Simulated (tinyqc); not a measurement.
Voltage acceleration of oxide breakdown, four models on the same data: lifetime against voltage in four models.

Field E = V/tox in MV/cm. Models: ln(t63/1 s) = a - c X with X = E (E model), -1/E (1/E model), ln V (power law, c the exponent n) or sqrt(E).

a and c were fitted to stress data from 2.03 to 2.65 V. Project to Vu, multiply by exp[(Ea q/kB)(1/Tu - 1/Ts)] and by ks; ten years are 3.15576e8 s.

Parameters, values chosen for the exercise: oxide thickness tox = 2.2 nm; stress temperature Ts = 398 K; use temperature Tu = 378 K; activation energy Ea = 0.98 eV; factor for area and percentile ks = 3.3e-6.

Constants: q = 1.602176634e-19 C, kB = 1.380649e-23 J/K. Results are converted to the units shown.

```
model         c         a
E       3.64099   43.2187
1/E     406.991  -34.2292
power   38.6649   37.1330
sqrt E  23.7560   81.8533
```

Results:
```
Vu (V)  log10 years, E  log10 years, 1/E  log10 years, power  log10 years, sqrt E
0.96           -0.4544             13.32               4.488                1.673
1.15            -1.820             6.624               1.456              -0.3638
1.34            -3.186             1.830              -1.112               -2.238
1.53            -4.551            -1.774              -3.338               -3.983
1.73            -5.989            -4.712              -5.401               -5.707
2.11            -8.720            -8.760              -8.736               -8.727
2.3             -10.09            -10.28              -10.18               -10.13
```

Estimate the missing row, Vu = 1.92 V.

Computed row:
```
Vu (V)  log10 years, E  log10 years, 1/E  log10 years, power  log10 years, sqrt E
1.92            -7.354            -6.936              -7.151               -7.254
```

With this row back in the table: The four agree within 0.20 decades in the last row, inside the stress range, and part by 13.8 decades in the first. The local exponent -d ln t/d ln V is c E for the E model, which shrinks as V falls, constant for the power law, and c/E for the 1/E model, which grows as V falls.

Range of the model: All four laws are empirical fits; none is established far below the stress range.

Computed by the program tinyqc: `OMP_NUM_THREADS=1 python tinyqc.py 2070165 2070166 out.jsonl`, one thread of a shared Intel Xeon 2.30GHz, about 0.01 s for the whole run.
